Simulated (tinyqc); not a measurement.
What each parameter does: k.p values derived from sp3s* tight binding at Gamma.

At Gamma the states are two-level mixtures: s-like S+ (upper) and S- (lower) from [[Esa, Vss], [Vss, Esc]], p-like P- (valence) and P+ from [[Epa, Vxx], [Vxx, Epc]], and the bare s* levels. With real k in 1/angstrom and kz = 0, the phase sums over the four bonds are g0 = 1 - (a k/4)^2/2, g1 = i a kx/4, g3 = -(a/4)^2 kx ky to second order. Each mixture is written (anion, cation) with the anion part positive. c = hbar^2/2m0. No spin-orbit coupling.

Recipe: P = (a/4)(sa pc Vsapc + sc pa Vscpa) between an s and a p state ((a/4) pc Vxapc and (a/4) pa Vpaxc for s*), Ep = P^2/c for S+ to P-; m0/m = [-(a/4)^2 sa sc Vss + sum P^2/(E(S+) - E(P))]/c; L = d0 + F, M = d0 + H1, N = dN + F + H1 with d0 = -(a/4)^2 pa pc Vxx, dN = -2 (a/4)^2 pa pc Vxy, F = sum P^2/(E(P-) - E(s)) over the four s-like states, H1 = Q^2/(E(P-) - E(P+)), Q = (a/4) Vxy (pa p'c - pc p'a); g1 = -(L + 2M)/(3c), g2 = -(L - M)/(6c), g3 = -N/(6c).

Constants: hbar^2/2m0 = 3.80998211 eV angstrom^2.

Inputs chosen for the exercise (near a published set for InAs, fitted to gaps, whose masses and valley positions are rough; shifted at random, so the results belong to these values and not to a real crystal): a = 6.06 angstrom (lattice constant); Esa = -9.547 eV (s level of the anion); Epa = 0.909 eV (p level of the anion); Esc = -2.728 eV (s level of the cation); Epc = 3.721 eV (p level of the cation); Exa = 7.445 eV (s* level of the anion); Exc = 6.715 eV (s* level of the cation); Vss = -5.621 eV (s-s); Vxx = 1.844 eV (px-px); Vxy = 4.466 eV (px-py); Vsapc = 3.032 eV (s anion, p cation); Vscpa = 5.43 eV (s cation, p anion); Vxapc = 3.373 eV (s* anion, p cation); Vpaxc = 3.925 eV (p anion, s* cation).

The recipe applied anew.

Results for these values:
```
case  EG (eV)  Ep (eV)  m (m0)      g1     g2     g3
base   0.4406   14.467  0.0319  12.637  5.244  5.751
```

What happens to each result for Vxx = 1.994 eV, all else kept?

Answer: EG rises from 0.4406 to 0.5616; Ep falls from 14.467 to 14.377; m rises from 0.0319 to 0.0416; g1 falls from 12.637 to 10.084; g2 falls from 5.244 to 4.056; g3 falls from 5.751 to 4.511.

The same for each parameter in turn:
```
case              EG (eV)  Ep (eV)  m (m0)      g1     g2     g3
base               0.4406   14.467  0.0319  12.637  5.244  5.751
Vss = -5.771 eV    0.5693   14.424  0.0421  10.137  3.994  4.501
Vxx = 1.994 eV     0.5616   14.377  0.0416  10.084  4.056  4.511
Vxapc = 3.223 eV   0.4406   14.467  0.0319  12.632  5.241  5.748
Vsapc = 3.182 eV   0.4406   14.660  0.0315  12.786  5.318  5.825
Exc = 6.565 eV     0.4406   14.467  0.0319  12.646  5.248  5.755
Epa = 0.759 eV     0.5618   14.521  0.0411  10.275  4.084  4.581
Epc = 3.571 eV     0.4709   14.405  0.0344  11.912  4.861  5.378
```

Vxapc and Exc act through the s* states, which enter F alone and leave EG, Ep and m.

tinyqc: `OMP_NUM_THREADS=1 python tinyqc.py 1450436 1450437 out.jsonl`; about 0.01 s, one thread, shared Intel(R) Xeon(R) Processor @ 2.30GHz.
